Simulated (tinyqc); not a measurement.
Inside a calculation. Method: coherent transport through a tight-binding region between two chains. One step of it, computed by the program tinyqc.

Problem. Transmission at E = -0.85 eV. Surface Green function g = (E - i sqrt(4 t^2 - E^2)) / (2 t^2); self-energy tc^2 g on each contact site; G = (E - H - Sigma)^(-1); Gamma = -2 Im Sigma; T = Gamma_L Gamma_R |G_LR|^2; local density of states -Im G_ii / pi.

H of the central region (eV):
```
           1          2
1   0.000000  -2.070000
2  -2.070000   0.000000
```

Leads: semi-infinite chains with site energy 0:
```
parameter                           value
lead hopping t (eV)              1.770000
coupling to the left lead (eV)   1.340000
coupling to the right lead (eV)  0.820000
left contact site                       1
right contact site                      2
```

E = -0.850000 eV

Give: g; G; local density of states; transmission.

Solution.

g = -0.136-0.548i 1/eV

G (1/eV):
```
              1             2
1  0.153-0.123i  0.469-0.109i
2  0.469-0.109i  0.086-0.255i
```

local density of states (1/eV): 0.039  0.081

transmission = 0.337
